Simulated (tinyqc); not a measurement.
Solid solubility of a dopant against its melt (retrograde solidus), clustering and the electrically active fraction: one step, computed by the program tinyqc. Command: `OMP_NUM_THREADS=1 python tinyqc.py 3025110 3025111 out.jsonl retro walk`. One thread of a shared host (Intel(R) Xeon(R) Processor @ 2.30GHz), about 0.01 s of CPU time with the checks.

Task: Liquidus and solidus at T. x_l and x_s are atom fractions of the dopant in melt and solid; the solid is dilute. Liquidus of the host: R T ln(1 - x_l) + L x_l^2 = -H_f (1 - T/T_m). Distribution: k = x_s/x_l = exp[L (1 - x_l)^2/(R T)] exp(S/k_B - H/(k_B T)), the first factor being the activity coefficient in the melt. Solubility = x_s N0; at T_m x_l = 0.

Inputs (values chosen for the exercise, of the order of those of tin in silicon for the solubility):
```
quantity                                   value    unit
melting point of the host T_m               1687       K
heat of melting of the host H_f             50.2  kJ/mol
interaction L of the melt                    8.6  kJ/mol
enthalpy of transfer from melt to solid H  0.407      eV
entropy of transfer S                      -1.76     k_B
site density N0                            5e+22  1/cm^3
temperature T                               1260       K
```

Constants: R = 8.314462618 J/(mol K); k_B = 8.617333262e-05 eV/K.

Give: x_l; distribution coefficient k; x_s; solubility; k at the melting point.

Result:

x_l = 0.83142

distribution coefficient k = 0.0041481

x_s = 0.0034488

solubility = 1.7244e+20 1/cm^3

k at the melting point = 0.019321

k has changed by a factor 0.21 from its value at T_m, while x_l has grown from 0 to 0.831.
